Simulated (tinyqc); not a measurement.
Ferroelectric switching, Landau-Khalatnikov equation: two steps of the calculation.

One domain: rho dP/dt = E - (2 al P + 4 be P^3), with al = -3 sqrt(3) Ec/(4 Pr), be = 3 sqrt(3) Ec/(8 Pr^3), so that the static loop has remanence Pr and coercive field Ec. With P in uC/cm^2, E in kV/cm, rho in ohm m and t in ns, dP/dt = [E - 2 al P - 4 be P^3]/(100 rho).

Values chosen for this exercise; remanent polarisation and coercive field close to those of doped hafnium oxide films:
```
symbol,value,unit,meaning
Pr,15,uC/cm^2,remanent polarisation
Ec,910,kV/cm,static coercive field
rho,2.6,ohm m,viscosity of the polarisation
Em,2200,kV/cm,field amplitude
dt,0.82,ns,time step
```

Task 1. Landau coefficients and time scales. al = -3 sqrt(3) Ec/(4 Pr), be = 3 sqrt(3) Ec/(8 Pr^3). Relaxation time at remanence tau = 100 rho/(-4 al); final state: the largest root Pf of 2 al P + 4 be P^3 = Em; relaxation time there 100 rho/(2 al + 12 be Pf^2).

Wanted: al; be; tau; Pf; relaxation time at Pf.

Result 1.

al = -78.808 kV cm/uC
be = 0.17513 kV cm^5/uC^3
tau = 0.82479 ns
Pf = 19.623 uC/cm^2
relaxation time at Pf = 0.39903 ns

Task 2. One time step. The constant field E = Em acts from t = 0. Implicit Euler: P(new) solves P(new) = P + dt dP/dt(P(new)), a cubic with one real root; the rate listed is (P(new) - P)/dt.

P after step 1 = -10.679348 uC/cm^2
al = -78.808312 kV cm/uC
be = 0.17512958 kV cm^5/uC^3

Find: dP/dt; P after step 2.

Result 2.

dP/dt = 5.3086 uC/(cm^2 ns)
P after step 2 = -6.3263 uC/cm^2

tinyqc, about 0.08 s, one thread, Intel Xeon 2.30GHz (shared host): `OMP_NUM_THREADS=1 python tinyqc.py 2860067 2860068 out.jsonl`
